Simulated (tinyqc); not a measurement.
Lateral field, substrate current, probability of reaching the oxide barrier and hot-carrier lifetime of a silicon transistor (pseudo-two-dimensional and lucky-electron models). Which input was changed? Computed by tinyqc, a small Python program. Command: `OMP_NUM_THREADS=1 python tinyqc.py 3010916 3010917 out.jsonl hotcar which`. One thread of a shared host (Intel(R) Xeon(R) Processor @ 2.30GHz), about 0.04 s of CPU time with the checks.

Local-field models: a lucky carrier gains its energy at the peak field over a path free of collisions. Voltages are magnitudes.

Inputs (values chosen for the exercise, modelled on a silicon n-channel): channel length L = 1300 nm; oxide thickness t = 35 nm; junction depth x_j = 400 nm; mobility mu = 360 cm^2/(V s); saturation velocity v_s = 0.82 1e7 cm/s; threshold voltage V_T = 0.6 V; gate voltage V_G = 3.7 V; drain voltage V_D = 7.6 V; ionisation prefactor A_i = 2.1e+06 1/cm; ionisation field B_i = 1.73 MV/cm; hot-carrier mean free path lambda = 7.1 nm; oxide barrier phi_b = 3.1 eV; interface-trap threshold phi_it = 3.7 eV; lifetime constant H = 200 s microampere/micrometre.

Drain: abrupt.

Constants: eps_0 = 8.8541878128e-12 F/m.

Method:
- C_ox = 3.9 eps_0/t; F_sat = 2 v_s/mu; V_Dsat = V_ov F_sat L/(V_ov + F_sat L), V_ov = V_G - V_T; I_D/W = C_ox v_s (V_ov - V_Dsat).
- Scale length l = 0.22 t^(1/3) x_j^(1/2) (all in cm); F_m = sqrt(((V_D - V_Dsat)/l_e)^2 + F_sat^2), with l_e = l; length of the velocity-saturated region l_e ln((V_D - V_Dsat)/(l_e F_sat) + F_m/F_sat).
- Substrate current I_sub/I_D = (A_i/B_i)(V_D - V_Dsat) exp(-B_i/F_m); probability of reaching the oxide barrier exp(-phi_b/(e lambda F_m)); lifetime tau = (H/(I_D/W)) exp(phi_it/(e lambda F_m)).

Question. One of these inputs alone was changed, within the range given: oxide thickness t (17.5 to 70); gate voltage V_G (1.85 to 7.4); drain voltage V_D (3.8 to 15.2); hot-carrier mean free path lambda (3.55 to 14.2). Which one, and to what value?

Results:
```
run     lifetime tau (s)  peak field F_m (kV/cm)  substrate current I_sub/W (microampere/micrometre)
before      6.781495e+08                267.3417                                           0.9008388
after       1.568954e+11                267.3417                                           0.9008388
```

Answer.

Each candidate set to reproduce lifetime tau, and what it then gives:
```
candidate                               range searched  value needed  peak field F_m (kV/cm)  substrate current I_sub/W (microampere/micrometre)
oxide thickness t (nm)                      17.5 to 70         69.13                  214.84                                             0.09382
gate voltage V_G (V)                       1.85 to 7.4  out of reach                       -                                                   -
drain voltage V_D (V)                      3.8 to 15.2         6.343                  208.98                                             0.11445
hot-carrier mean free path lambda (nm)    3.55 to 14.2         5.550                  267.34                                             0.90084
```

Only hot-carrier mean free path lambda fits every result: it went from 7.1 to 5.55 nm. The next best candidate, drain voltage V_D, misses one result by 87 %.
